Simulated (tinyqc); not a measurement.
What the corrections do to the levels: formation energy of a charged point defect from supercell energies. Computed by tinyqc, a small Python program. Command: `OMP_NUM_THREADS=1 python tinyqc.py 3011586 3011587 out.jsonl formation walk`. One thread of a shared host (Intel(R) Xeon(R) Processor @ 2.30GHz), about 0.01 s of CPU time with the checks.

The host is a compound AB. Making the defect adds n_A = -1, n_B = 0 atoms to the cell. All total energies are inputs. E_F is counted from the valence-band maximum (VBM); x = 0 is A-rich and x = 1 B-rich growth.

Inputs (values chosen for the exercise, for a model compound AB):

| quantity | value | unit |
|---|---|---|
| gap E_g | 3.04 | eV |
| E_VBM of the host cell | 2.083 | eV |
| potential alignment dV | -0.13 | eV |
| dielectric constant eps | 9.82 | - |
| cell length L | 20.5 | angstrom |
| mu_A of the pure element | -2.057 | eV |
| formation enthalpy dH of AB | -1.92 | eV |
| growth condition x | 0.23 | - |

Defect: vacancy of A. Supercell lattice: sc.

charge states q: 0  -1  -2  -3

E(defect, q) - E(host), in the order of q (eV): 4.097  7.82  11.595  15.203

Constants: e^2/(4 pi eps_0) = 14.39964548 eV angstrom.

Method:
- dmu_A = x dH and dmu_B = (1 - x) dH, so that dmu_A + dmu_B = dH; mu = mu(element) + dmu.
- The reservoir term is sum n_i mu_i.
- Image-charge correction of a point charge in a neutralising background: E_corr = q^2 alpha e^2/(4 pi eps_0) / (2 eps L), alpha = 2.837297 for a sc array with L the cube root of the volume.
- E_f(q, E_F) = [E(defect, q) - E(host)] - sum n_i mu_i + q (E_VBM + dV + E_F) + E_corr(q).
- Levels eps(q/q-1) with the terms q dV and E_corr left out or kept.

E_f(q, 0) (eV): (q=0) 1.59840, (q=-1) 3.46988, (q=-2) 5.59630, (q=-3) 7.75868

E_corr (eV): (q=0) 0.000000, (q=-1) 0.101476, (q=-2) 0.405902, (q=-3) 0.913280

Levels above the VBM (eV):

| level | raw | with alignment | with image charge | with both |
|---|---|---|---|---|
| (0/-1) | 1.640 | 1.770 | 1.7415 | 1.8715 |
| (-1/-2) | 1.692 | 1.822 | 1.9964 | 2.1264 |
| (-2/-3) | 1.525 | 1.655 | 2.0324 | 2.1624 |

Alignment moves every level by -dV = +0.130 eV. The image term moves eps(q/q-1) by (1 - 2q) E_corr(1): (0/-1) by +0.101, (-1/-2) by +0.304, (-2/-3) by +0.507 eV, donor levels down and acceptor levels up. It adds 2 E_corr(1) = 0.203 eV to every U, which turns an apparent negative U of the raw energies into a positive one. Caution: the largest image-charge correction in these energies, q^2 alpha e^2/(8 pi eps_0 eps L) with alpha = 2.837297, exceeds a quarter of the gap; the point-charge term alone is then a rough estimate, usually too large for a charge that is spread out.

Extremes, crossings and ranges named in words are read from the listed rows.
